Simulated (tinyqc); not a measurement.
Inside a calculation. Method: CIS and TDHF on RHF in the sto-3g basis, for H3+, spin multiplicity 1. Computed by tinyqc, a small Python program that keeps every step (integrals from PySCF). Settings: charge = 1, multiplicity = 1, basis = sto-3g, method = RHF, energy threshold = 1e-10, iteration cap = 64, orthogonalisation = canonical, start = Wolfsberg-Helmholz matrix, DIIS depth = 6, TDHF = 1. Command: `OMP_NUM_THREADS=1 python tinyqc.py 25417 25418 out.jsonl` (the two numbers bound the seeds that draw the settings). One thread of a shared host (Intel(R) Xeon(R) Processor @ 2.60GHz), about 0.03 s of CPU time with the checks. The early iterations of the SCF are left out here.

## One-electron integrals

Geometry (angstrom):
```
atom,x,y,z
H,0.000000,0.000000,0.000000
H,0.000000,0.000000,0.935000
H,0.000000,0.000000,-0.935000
```

Basis sto-3g: exponents (1/bohr^2) and contraction coefficients of normalised primitives:
```
element,l (shell),exponent,coefficient
H,s (1),3.425251,0.154329
H,s (1),0.623914,0.535328
H,s (1),0.168855,0.444635
```

Overlap, kinetic and nuclear-attraction integrals over the contracted functions; the nuclear repulsion is the sum of Za Zb / Rab.

nuclear repulsion = 1.41491233 hartree

overlap S, lower triangle:
```
,1H 1s,2H 1s,3H 1s
1H 1s,1.000000
2H 1s,0.535557,1.000000
3H 1s,0.535557,0.147020,1.000000
```

kinetic energy T (hartree), lower triangle:
```
,1H 1s,2H 1s,3H 1s
1H 1s,0.760032
2H 1s,0.137222,0.760032
3H 1s,0.137222,-0.007947,0.760032
```

nuclear attraction V (hartree), lower triangle:
```
,1H 1s,2H 1s,3H 1s
1H 1s,-2.313644
2H 1s,-1.088076,-2.052905
3H 1s,-1.088076,-0.276664,-2.052905
```

core Hamiltonian H = T + V (hartree), lower triangle:
```
,1H 1s,2H 1s,3H 1s
1H 1s,-1.553613
2H 1s,-0.950855,-1.292873
3H 1s,-0.950855,-0.284611,-1.292873
```

## Two-electron integrals

Functions are numbered as in S; the eight-fold symmetry (ij|kl) = (ji|kl) = (kl|ij) leaves the list below.

Two-electron integrals (ij|kl) in chemists' order, unique and non-zero (hartree):
```
i,j,k,l,(ij|kl)
1,1,1,1,0.774606
2,1,1,1,0.340369
2,1,2,1,0.186728
2,2,1,1,0.499718
2,2,2,1,0.340369
2,2,2,2,0.774606
3,1,1,1,0.340369
3,1,2,1,0.139427
3,1,2,2,0.198124
3,1,3,1,0.186728
3,2,1,1,0.088703
3,2,2,1,0.042965
3,2,2,2,0.071258
3,2,3,1,0.042965
3,2,3,2,0.011394
3,3,1,1,0.499718
3,3,2,1,0.198124
3,3,2,2,0.281442
3,3,3,1,0.340369
3,3,3,2,0.071258
3,3,3,3,0.774606
```

## Orthogonalisation

S = U s U^T; canonical form X = U s^(-1/2), so that X^T S X = 1. Each column of U has its largest component positive (the first on a tie).

eigenvalues of S: 0.312560  0.852980  1.834460

X:
```
,1,2,3
1H 1s,1.324473,0.000000,0.496215
2H 1s,-0.850046,0.765624,0.386581
3H 1s,-0.850046,-0.765624,0.386581
```

## Iteration 4 (converged): orbitals

converged F (hartree), lower triangle:
```
,1H 1s,2H 1s,3H 1s
1H 1s,-0.844510
2H 1s,-0.692739,-0.591398
3H 1s,-0.692739,-0.309845,-0.591398
```

Diagonalise F' = X^T F X, C = X C', fill 1 alpha and 1 beta electrons from the bottom; D = 2 C_occ C_occ^T. Each column has its largest component positive (the first on a tie).

F' = X^T F X (hartree), lower triangle:
```
,1,2,3
1,0.335817
2,0.000000,-0.330082
3,-0.087697,0.000000,-1.008861
```

orbital energies (hartree): MO1 -1.014556, MO2 -0.330082, MO3 0.341512

coefficients C:
```
,MO1,MO2,MO3
1H 1s,0.581007,0.000000,1.289531
2H 1s,0.330680,0.765624,-0.873312
3H 1s,0.330680,-0.765624,-0.873312
```

D after iteration 4, lower triangle:
```
,1H 1s,2H 1s,3H 1s
1H 1s,0.675138
2H 1s,0.384254,0.218698
3H 1s,0.384254,0.218698,0.218698
```

## Convergence

Stop when the energy changes by less than 1e-10 hartree and every element of the error matrix X^T (F D S - S D F) X is below 3e-06.

Course of the cycle:
```
iteration,E (hartree),change,largest element of the error matrix
1,-1.19980452,-,7.45e-03
2,-1.19982789,-2.34e-05,1.05e-03
3,-1.19982837,-4.74e-07,5.09e-08
4,-1.19982837,-1.78e-15,2.14e-08
```

PySCF RHF in the same basis = -1.19982837 hartree

Converged in 4 iterations.

## Integrals over molecular orbitals

(pq|rs) = sum C_ip C_jq C_kr C_ls (ij|kl), one index at a time.

one-electron integrals over orbitals h = C^T H C (hartree), lower triangle:
```
,1,2,3
1,-1.600184
2,0.000000,-1.182047
3,-0.098896,0.000000,-0.706430
```

Two-electron integrals over orbitals (pq|rs), unique and non-zero (hartree):
```
p,q,r,s,(pq|rs)
1,1,1,1,0.585628
2,1,2,1,0.146021
2,2,1,1,0.498993
2,2,2,2,0.545513
3,1,1,1,0.098896
3,1,2,2,-0.031767
3,1,3,1,0.133130
3,2,2,1,-0.138923
3,2,3,2,0.157564
3,3,1,1,0.590536
3,3,2,2,0.530139
3,3,3,1,0.085339
3,3,3,3,0.633048
```

## CIS matrix, singlets

A(ia,jb) = (e_a - e_i) d_ij d_ab + 2 (ia|jb) - (ij|ab).

CIS matrix A, singlet (hartree):
```
,1>2,1>3
1>2,0.477524,0.000000
1>3,0.000000,1.031793
```

## CIS singlet states

dipole integrals <i|r|a> (bohr):
```
,x,y,z
1>2,0.000000,0.000000,1.315605
1>3,0.000000,0.000000,0.000000
```

Diagonalise A (1 hartree = 27.211386 eV); each vector has its largest component positive (the first on a tie). The transition dipole is mu = sqrt2 sum c_ia <i|r|a>.

singlet excitation energies (eV): 12.994079  28.076523

lowest vectors:
```
,state 1,state 2
1>2,1.000000,0.000000
1>3,0.000000,1.000000
```

oscillator strengths 2/3 w |mu|^2: 1.102007  0.000000

## TDHF (RPA) singlet states

B(ia,jb) = 2 (ia|jb) - (ib|ja); the squared energies are the eigenvalues of (A - B)(A + B); 1 hartree = 27.211386 eV.

TDHF matrix B, singlet (hartree):
```
,1>2,1>3
1>2,0.146021,0.000000
1>3,0.000000,0.133130
```

squared energies w^2 (hartree^2): 0.206707  1.046873

TDHF energies from the positive w^2 (eV): 12.371659  27.841829

## CIS matrix, triplets

A(ia,jb) = (e_a - e_i) d_ij d_ab - (ij|ab).

CIS matrix A, triplet (hartree):
```
,1>2,1>3
1>2,0.185482,0.000000
1>3,0.000000,0.765532
```

## CIS triplet states

Diagonalise A (1 hartree = 27.211386 eV); each vector has its largest component positive (the first on a tie).

triplet excitation energies (eV): 5.047222  20.831195

lowest vectors:
```
,state 1,state 2
1>2,1.000000,0.000000
1>3,0.000000,1.000000
```

## TDHF (RPA) triplet states

B(ia,jb) = - (ib|ja); the squared energies are the eigenvalues of (A - B)(A + B); 1 hartree = 27.211386 eV.

TDHF matrix B, triplet (hartree):
```
,1>2,1>3
1>2,-0.146021,0.000000
1>3,0.000000,-0.133130
```

squared energies w^2 (hartree^2): 0.013081  0.568316

TDHF energies from the positive w^2 (eV): 3.112284  20.513775
